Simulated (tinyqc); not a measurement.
MOSFET with velocity saturation and source resistance: one step of the calculation.

Strong inversion, charge Q = Cox (Vg - m V) at channel potential V with Vg the gate overdrive, and drift velocity v = mu E/(1 + mu E/vsat). Integrating along the channel gives I = mu Cox (1/L)(Vg Vd - m Vd^2/2)/(1 + Vd/Vc) per width, Vc = vsat L/mu, which peaks at Vdsat. Units: I in uA/um, Rs in ohm um, so the drop over Rs is 1e-6 I Rs volts.

Question. Saturation without source resistance. Vg = Vgs - VT (0 if negative), mu = mu0/(1 + th Vg), Vc = vsat L/mu, x = sqrt(1 + 2 Vg/(m Vc)), Vdsat = 2 Vg/(m (1 + x)), Isat = Cox vsat Vg (x - 1)/(x + 1) per width. Long-channel limit: mu Cox Vg^2/(2 m L); short-channel limit: Cox vsat Vg.

Values chosen for this exercise: gate capacitance Cox = 1.4 uF/cm^2; mobility at low gate voltage mu0 = 110 cm^2/(V s); mobility degradation th = 0.2 1/V; saturation velocity vsat = 7.3e6 cm/s; body factor m = 1.28; threshold VT = 0.35 V; channel length L = 0.13 um; gate voltage Vgs = 2.5 V.

Wanted: Vg; mu; Vc; Vdsat; Isat; long-channel limit; short-channel limit.

Answer.

Vg = 2.1500 V
mu = 76.923 cm^2/(V s)
Vc = 1.2337 V
Vdsat = 1.1467 V
Isat = 697.19 uA/um
long-channel limit = 1495.8 uA/um
short-channel limit = 2197.3 uA/um

Computed by the program tinyqc: `OMP_NUM_THREADS=1 python tinyqc.py 2500111 2500112 out.jsonl`, one thread of a shared Intel Xeon 2.30GHz, about 0.01 s for the whole run.
